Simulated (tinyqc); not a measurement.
Strain-driven crossing of the Gamma and L valleys in a germanium-like crystal, step by step. Values are carried at full precision from step to step, so a last printed digit may differ when a step is redone from the rounded ones.

Biaxial loads: e0 is the in-plane strain e_par and the normal is free. (001): e_perp = -2 (C12/C11) e_par; exx = eyy = e_par, ezz = e_perp, no shear. (111): e_perp = -(2 C11 + 4 C12 - 4 C44)/(C11 + 2 C12 + 4 C44) e_par; exx = eyy = ezz = (2 e_par + e_perp)/3 and exy = eyz = ezx = (e_perp - e_par)/3. (110): e_perp = -(C11 + 3 C12 - 2 C44)/(C11 + C12 + 2 C44) e_par; exx = eyy = (e_par + e_perp)/2, ezz = e_par, exy = (e_perp - e_par)/2, eyz = ezx = 0. Uniaxial loads: a stress along n, scaled so that n.e.n = e0, with exx = s11 sxx + s12 (syy + szz), exy = s44 sxy/2, s11 = (C11 + C12)/((C11 - C12)(C11 + 2 C12)), s12 = -C12/((C11 - C12)(C11 + 2 C12)), s44 = 1/C44.

Constants: kB = 8.617333262e-05 eV/K; hc = 1239.841984 eV nm.

Values chosen for the exercise (near those of Ge, gaps at low temperature; the results hold for these values, not for the real material):
- C11 = 130.5 GPa
- C12 = 48.2 GPa
- C44 = 68.1 GPa
- load = uniaxial [111] (kind of strain)
- e0 = 0.0037 (size of the strain)
- Eg = 0.9 eV (gap at Gamma to the s-like level)
- EgL = 0.73 eV (gap to L)
- Dso = 0.285 eV (spin-orbit splitting)
- ac = -8.11 eV (conduction deformation potential)
- av = 1.26 eV (valence hydrostatic potential)
- b = -2.57 eV (tetragonal shear potential)
- d = -5.21 eV (trigonal shear potential)
- aL = -1.75 eV (hydrostatic potential of the L edge, Xd + Xu/3)
- XuL = 16.62 eV (uniaxial potential, L)
- mG = 0.0398 m0 (mass at Gamma)
- mL = 0.573 m0 (density-of-states mass of the four L valleys together)
- T = 300 K (temperature)

## The strain tensor for a uniaxial [111] load

Form the tensor and its trace.

strain tensor in the cubic axes:
```
,x,y,z
x,0.000854,0.001423,0.001423
y,0.001423,0.000854,0.001423
z,0.001423,0.001423,0.000854
```

tr(e) = 0.002562

## Band edges

Edges from the unstrained valence top: Gamma at Eg + ac tr(e); an L valley with unit axis u at EgL + aL tr(e) + XuL (u.e.u - tr(e)/3), u along [111], [1-1-1], [-11-1], [-1-11]; valence edges are the levels of the 6 x 6 matrix of X, Y, Z times spin with -Dso/3 + l exx + m (eyy + ezz) on the diagonal (cyclic), n exy off it, l = av + 2 b, m = av - b, n = sqrt(3) d. Spin-orbit term (Dso/3) L.sigma on X, Y, Z with (L_k)_ij = -i epsilon_kij: <X+|H|Y+> = -i Dso/3, <X+|H|Z-> = Dso/3, <Y+|H|Z-> = -i Dso/3, <Z+|H|X-> = -Dso/3, <Z+|H|Y-> = i Dso/3, <X-|H|Y-> = i Dso/3, and their conjugates; + and - are the spin along z.

Give the edges and the direct and indirect gaps from the top valence edge.

Gamma edge = 0.8792 eV

L edges (eV): [111] 0.7728, [1-1-1] 0.7097, [-11-1] 0.7097, [-1-11] 0.7097

valence edges from the top (eV): 0.0161  -0.0084  -0.2830

direct and indirect gap (eV): 0.8631  0.6937

The gap is indirect: Gamma lies 169 meV above the lowest L valley. The top two valence edges are 24 meV apart.

## Electrons in the Gamma valley

Non-degenerate, parabolic: share = mG^(3/2)/(mG^(3/2) + (mL^(3/2)/4) sum_i exp(-(E_Li - E_Gamma)/kT)). Also the offset at which four equal L valleys hold half of the electrons, kT ln((mL/mG)^(3/2)), and the wavelength hc/E of the direct gap.

(mL/mG)^(3/2) = 54.63
share in Gamma = 0.00337 %
offset for an even split = 103.4 meV
wavelength = 1436 nm

With the L valleys as they lie here, Gamma must be 97 meV below the lowest of them to hold half of the electrons at 300 K; it lies 169 meV above. A direct gap alone is not enough.

## Checks

- Gamma and lowest L edge at e0 = 1.18496, where the linear shifts make them meet (eV): both -5.7554.

tinyqc: `OMP_NUM_THREADS=1 python tinyqc.py 1080868 1080869 out.jsonl`; about 0.01 s, one thread, shared Intel(R) Xeon(R) Processor @ 2.30GHz.
